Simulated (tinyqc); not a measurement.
Comparisons within one model: two-band massive Dirac model of the K valleys. A value that a table varies takes the place of the one given here.

Basis (conduction, valence): H = [[D/2, a t (tau kx - i ky)], [a t (tau kx + i ky), -D/2 + lam tau sz]], valley tau = +/-1, spin sz = +/-1. The gap of a spin and valley is G = D - lam tau sz. Berry curvature Omega = curl of i<u|grad u>; for the conduction band Omega_c = -tau 2 a^2 t^2 G/(G^2 + 4 a^2 t^2 k^2)^(3/2), and Omega_v = -Omega_c.

Constants: hbar^2/2m0 = 3.80998211 eV angstrom^2.

Values chosen for the exercise (near those used for monolayer WS2; shifted at random, so the results belong to these values and not to a real crystal): a = 3.201 angstrom (lattice constant); D = 1.89 eV (gap parameter); t = 1.26 eV (effective hopping); lam = 0.208 eV (half the valence spin splitting).

## Away from the valley

Flavour tau = +1, sz = +1. Parabolic transition energy G + 2 a^2 t^2 k^2/G; degree of circular polarisation eta = 2 cos(theta)/(1 + cos^2(theta)). The last column is the Berry flux of the conduction band inside |k|, over 2 pi: -(1 - cos(theta))/2, cos(theta) = G/(transition energy).

Along |k|:

| \|k\| (1/angstrom) | transition (eV) | parabolic (eV) | Omega_c (angstrom^2) | eta | flux/2 pi |
|---|---|---|---|---|---|
| 0.000 | 1.6820 | 1.6820 | -11.500 | 1.0000 | 0.0000 |
| 0.025 | 1.6940 | 1.6941 | -11.256 | 1.0000 | -0.0036 |
| 0.050 | 1.7297 | 1.7304 | -10.575 | 0.9996 | -0.0138 |
| 0.075 | 1.7875 | 1.7908 | -9.582 | 0.9982 | -0.0295 |
| 0.100 | 1.8654 | 1.8754 | -8.430 | 0.9947 | -0.0492 |
| 0.150 | 2.0720 | 2.1172 | -6.152 | 0.9786 | -0.0941 |
| 0.200 | 2.3306 | 2.4557 | -4.323 | 0.9491 | -0.1392 |
| 0.300 | 2.9471 | 3.4228 | -2.138 | 0.8610 | -0.2146 |

What does this show?

The curvature halves at |k| = 0.160 1/angstrom, where 2 a t k = 0.766 G. At 0.3 the parabola is 476 meV too high, eta has fallen only to 0.861, and the flux has reached -0.215 of the -1/2 that a whole cone holds. The real bands leave this model beyond about 0.1 to 0.2 1/angstrom, where trigonal warping and other bands enter.

## Hole doping of the spin-split valence bands

The Fermi level lies E below the top of the valence band. kF for the upper and lower band of valley +1 from the two-band energy; each flavour holds kF^2/(4 pi) holes per area and both valleys count. Spin polarisation within one valley; Berry flux removed from valley +1, the sum of (1 - cos(theta_F))/2 with cos(theta_F) = G/sqrt(G^2 + 4 a^2 t^2 kF^2), in units of 2 pi.

Holes:

| E (meV) | kF upper (1/angstrom) | kF lower | p (1e12/cm^2) | spin polarisation in a valley | flux/2 pi |
|---|---|---|---|---|---|
| 52.0 | 0.0745 | 0.0000 | 8.82 | 1.000 | 0.0291 |
| 104.0 | 0.1069 | 0.0000 | 18.17 | 1.000 | 0.0550 |
| 208.0 | 0.1555 | 0.0000 | 38.46 | 1.000 | 0.0991 |
| 312.0 | 0.1956 | 0.0000 | 60.87 | 1.000 | 0.1353 |
| 395.2 | 0.2246 | 0.0000 | 80.32 | 1.000 | 0.1598 |
| 457.6 | 0.2453 | 0.0740 | 104.50 | 0.833 | 0.1953 |
| 624.0 | 0.2974 | 0.1717 | 187.71 | 0.500 | 0.2957 |
| 832.0 | 0.3586 | 0.2536 | 306.96 | 0.333 | 0.3906 |

What can be read from the table?

Up to E = 2 lam = 416 meV, a density of 85.4e12/cm^2, only the upper band of this model is emptied and each valley is fully spin-polarised, oppositely in the two. Beyond it the polarisation falls, to 0.33 in the last row. The flux, times e^2/h, is in size the change of the Hall conductivity of one valley; the other valley cancels it in the charge current. Rows with kF above about 0.2 1/angstrom lie beyond the range of the model, and in real layers the valley at Gamma, close below in MoS2 and WS2, can take holes as well.

## What each parameter does

Flavour tau = sz = +1 at k = 0: gap G, mass c G/(a t)^2 with c = hbar^2/2m0, Omega_c, and the B - A splitting 2 lam. Each row changes one parameter from the base and keeps the others.

Results:

| case | G (eV) | mass (m0) | Omega_c (angstrom^2) | B - A (eV) |
|---|---|---|---|---|
| base | 1.6820 | 0.3939 | -11.500 | 0.4160 |
| a = 3.265 angstrom | 1.6820 | 0.3787 | -11.964 | 0.4160 |
| D = 2.079 eV | 1.8710 | 0.4382 | -9.294 | 0.4160 |
| t = 1.134 eV | 1.6820 | 0.4864 | -9.315 | 0.4160 |
| lam = 0.312 eV | 1.5780 | 0.3696 | -13.066 | 0.6240 |

What does this show?

The largest shifts from the base row, up to three for each result and ties (the steps differ in size, so this ranks the rows, not the parameters). G (eV): D +0.1890, lam -0.1040; unchanged at the printed digits by a and t. mass (m0): t +0.0924, D +0.0443, lam -0.0244. Omega_c (angstrom^2): D +2.206, t +2.185, lam -1.566. B - A (eV): lam +0.2080; unchanged at the printed digits by a, D and t. The mass goes as G/(a t)^2 and the curvature as (a t)^2/G^2, so their product is -2c/G.

Run: tinyqc, `OMP_NUM_THREADS=1 python tinyqc.py 1451743 1451744 out.jsonl`; Intel(R) Xeon(R) Processor @ 2.30GHz, one thread, shared host; about 0.01 s of CPU time with all checks.
